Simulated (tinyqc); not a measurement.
Physical sputtering: collision-cascade yield, angular dependence, faceting and resputtering in deposition. Changing the angle of incidence. Computed by tinyqc, a small Python program. Command: `OMP_NUM_THREADS=1 python tinyqc.py 3007172 3007173 out.jsonl sputter sweep`. One thread of a shared host (Intel(R) Xeon(R) Processor @ 2.30GHz), about 0.01 s of CPU time with the checks.

Ions start collision cascades; atoms that reach the surface with more than U leave. The target is amorphous or fine-grained.

Inputs (values chosen for the exercise, modelled on neon ions on germanium):
```
quantity                    value     unit
ion Z1                         10        -
ion mass M1                  20.2        u
target Z2                      32        -
target mass M2               72.6        u
surface binding energy U     3.85       eV
target density N             44.2   1/nm^3
fit factor Q                 0.62        -
ion energy E                 1200       eV
current density J            0.48  mA/cm^2
angular exponent f            1.7        -
angle of the largest yield     64  degrees
```

Constants: e = 1.602176634e-19 C.

Method:
- gamma = 4 M1 M2/(M1 + M2)^2; threshold E_th = 6.7 U/gamma for M1 >= M2, else U (1 + 5.7 M1/M2)/gamma. eps = 0.03255 M2 E/(Z1 Z2 (M1 + M2) z), z = (Z1^(2/3) + Z2^(2/3))^(1/2), E in eV; s_n = 3.441 sqrt(eps) ln(eps + 2.718)/(1 + 6.355 sqrt(eps) + eps (6.882 sqrt(eps) - 1.708)); S_n = 84.78 Z1 Z2 M1 s_n/((M1 + M2) z) in eV angstrom^2; alpha = 0.249 (M2/M1)^0.56 + 0.0035 (M2/M1)^1.5 for M1 <= M2, else 0.0875 (M2/M1)^(-0.15) + 0.165 M2/M1; Y0 = 0.042 Q alpha S_n/U [1 - sqrt(E_th/E)]^2.5 (the electronic-loss factor of the full formula is dropped).
- Erosion rate = Y0 J/(e N); 1 cm^2 = 1e14 nm^2.
- Angular law: Y/Y0 = t^f exp(-f cos(a_opt)(t - 1)), t = 1/cos(angle), largest at a_opt. A plane tilted by the angle recedes along the beam at a speed proportional to Y(angle), and along its own normal as Y cos(angle).

One run for each value; columns: (1) angle of incidence (degrees); (2) Y/Y0 at the angle; (3) normal speed relative to a flat surface; (4) yield at the angle (atoms per ion):
```
(1)    (2)        (3)    (4)
0    1.000  1.000e+00  1.143
15   1.033  9.980e-01  1.181
30   1.138  9.855e-01  1.301
40   1.253  9.598e-01  1.432
50   1.401  9.005e-01  1.601
60   1.542  7.710e-01  1.763
70   1.477  5.053e-01  1.689
75   1.178  3.048e-01  1.346
80   0.565  9.819e-02  0.646
85   0.026  2.249e-03  0.029
```

Over the rows, Y/Y0 at the angle goes from 1.00 through a maximum among these rows, 1.54 at 60.0, to 0.0258; normal speed relative to a flat surface falls from 1.00 to 0.00225; yield at the angle (atoms per ion) goes from 1.14 through a maximum among these rows, 1.76 at 60.0, to 0.0295. Oblique ions deposit their energy nearer the surface until reflection sets in; the normal speed is largest at normal incidence, since f - 1 is below f cos(a_opt): the gain in yield never outweighs the spreading of the beam.

Extremes, crossings and ranges named in words are read from the listed rows.
